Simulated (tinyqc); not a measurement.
From one set of inputs to another, one input at a time: two-step dopant diffusion (predeposition and drive-in) with a constant diffusivity. Computed by tinyqc, a small Python program. Command: `OMP_NUM_THREADS=1 python tinyqc.py 3002328 3002329 out.jsonl dopdiff ladder`. One thread of a shared host (Intel(R) Xeon(R) Processor @ 2.30GHz), about 0.07 s of CPU time with the checks.

Fick diffusion into a half space x > 0 whose background doping C_B is of the opposite type, so that a junction lies where C = C_B.

The inputs printed are set A. Set A is modelled on arsenic in silicon; the values taken over come from a set modelled on boron in silicon. Inputs not listed in the table keep their values of set A, so the rows need not describe a real material.

Inputs (values chosen for the exercise, modelled on arsenic in silicon): prefactor D0 = 9.53 cm^2/s; activation energy E = 3.97 eV; surface concentration C_s = 1.3e+19 1/cm^3; background doping C_B = 4.6e+15 1/cm^3; predeposition temperature T1 = 875 C; predeposition time t1 = 45 min; drive-in temperature T2 = 1175 C; drive-in time t2 = 120 min; ramp rate = 2 C/min; stand-by temperature = 700 C.

Furnace ramps of the drive-in: linear ramps.

Constants: k_B = 8.617333262e-05 eV/K.

Method:
- D = D0 exp(-E/(k_B T)).
- Temperatures in kelvin are T(C) + 273.15.
- Times in seconds are 60 times the minutes.
- One ramp between the stand-by temperature and T2 adds int D dT / rate (40-point Gauss-Legendre); the usual estimate counts it as an extra time k_B T2^2/(E rate) at T2. (Dt)2 = D2 t2 + two ramps, times in seconds.
- C = C_s erfc(x/(2 sqrt(D1 t1))); dose Q = 2 C_s sqrt(D1 t1/pi); the junction solves erfc(z) = C_B/C_s with x_j = 2 z sqrt(D1 t1).
- With a sealed surface and a thin source, C = Q/sqrt(pi (Dt)2) exp(-x^2/(4 (Dt)2)); x_j = 2 sqrt((Dt)2 ln(C(0)/C_B)); gradient at the junction |dC/dx| = C_B x_j/(2 (Dt)2).

Each row keeps all changes above it:
```
input moved                                               from           to  junction depth x_j (um)  surface concentration C(0) (Gaussian) (1/cm^3)  dose Q (1/cm^2)
set A                                                        -            -                   1.2384                                      6.8148e+16       4.5553e+12
predeposition time t1 (min)                                 45           10                   1.0515                                      3.2125e+16       2.1474e+12
drive-in time t2 (min)                                     120           20                   0.7290                                      5.1699e+16       2.1474e+12
prefactor D0 (cm^2/s) and activation energy E (eV)  9.53, 3.97  0.969, 3.47                   1.9713                                      8.3502e+16       8.5683e+12
surface concentration C_s (1/cm^3)                     1.3e+19      1.9e+20                   2.7353                                      1.2204e+18       1.2523e+14
background doping C_B (1/cm^3)                         4.6e+15      2.9e+16                   2.2391                                      1.2204e+18       1.2523e+14
predeposition temperature T1 (C)                           875         1050                   2.8500                                      1.2410e+19       1.2734e+15
```

Which inputs carry the difference?

Junction depth x_j goes from 1.24 to 2.85, a factor 2.30 in all. The largest single move comes from prefactor D0 with activation energy E (a factor 2.70), and drive-in time t2 works against it (a factor 0.693). Surface concentration C(0) (Gaussian) goes from 6.81e16 to 1.24e19, a factor 182 in all. The largest single move comes from surface concentration C_s (a factor 14.6), and predeposition time t1 works against it (a factor 0.471). Dose Q goes from 4.56e12 to 1.27e15, a factor 280 in all. The largest single move comes from surface concentration C_s (a factor 14.6), and predeposition time t1 works against it (a factor 0.471). The single moves hold for this order of the switches; the total does not depend on the order.

Caution (all rows): C_s exceeds the intrinsic carrier density of silicon at the predeposition temperature (2e18 to 1e19 per cm^3), where real diffusivities rise with concentration and profiles turn box-like.

Extremes, crossings and ranges named in words are read from the listed rows.
